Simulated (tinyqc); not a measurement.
Solid solubility of a dopant against its melt (retrograde solidus), clustering and the electrically active fraction. Changing the interaction L of the melt. Computed by tinyqc, a small Python program. Command: `OMP_NUM_THREADS=1 python tinyqc.py 3023445 3023446 out.jsonl retro sweep`. One thread of a shared host (Intel(R) Xeon(R) Processor @ 2.30GHz), about 0.02 s of CPU time with the checks.

Inputs (values chosen for the exercise, for a model dopant):
```
quantity                                   value    unit
melting point of the host T_m               1687       K
heat of melting of the host H_f             50.2  kJ/mol
enthalpy of transfer from melt to solid H   1.02      eV
entropy of transfer S                      -3.16     k_B
site density N0                            5e+22  1/cm^3
temperature T                               1490       K
```

Constants: R = 8.314462618 J/(mol K); k_B = 8.617333262e-05 eV/K; e = 1.602176634e-19 C; N_A = 6.02214076e+23 1/mol.

Method. x_l and x_s are atom fractions of the dopant in melt and solid; the solid is dilute. Liquidus of the host: R T ln(1 - x_l) + L x_l^2 = -H_f (1 - T/T_m). Distribution: k = x_s/x_l = exp[L (1 - x_l)^2/(R T)] exp(S/k_B - H/(k_B T)), the first factor being the activity coefficient in the melt. Solubility = x_s N0; at T_m x_l = 0. The largest x_s N0 between 900 K and T_m. For an ideal melt with constant heats the maximum has x_l = H_f/(H + H_f), H in the same units.

One run for each value; columns: (1) interaction L of the melt (kJ/mol); (2) x_l; (3) distribution coefficient k; (4) solubility (1/cm^3); (5) temperature of the maximum (K):
```
(1)         (2)         (3)         (4)     (5)
-25.00  0.27460  5.2048e-06  7.1461e+16  1463.1
-19.70  0.28870  6.7323e-06  9.7180e+16  1471.4
-14.40  0.30557  8.5929e-06  1.3129e+17  1480.8
-9.14   0.32613  1.0767e-05  1.7557e+17  1491.3
-3.86   0.35241  1.3208e-05  2.3273e+17  1503.2
1.43    0.38770  1.5717e-05  3.0468e+17  1516.5
6.71    0.43865  1.7853e-05  3.9155e+17  1531.3
12.00   0.52106  1.8796e-05  4.8970e+17  1547.7
```

What does the table show, and why?

Over the rows, x_l rises from 0.275 to 0.521; distribution coefficient k rises from 5.20e-6 to 1.88e-5; solubility (1/cm^3) rises from 7.15e16 to 4.90e17. A melt that binds the dopant (L < 0) lowers its activity and so the solubility in the solid.

Extremes, crossings and ranges named in words are read from the listed rows.
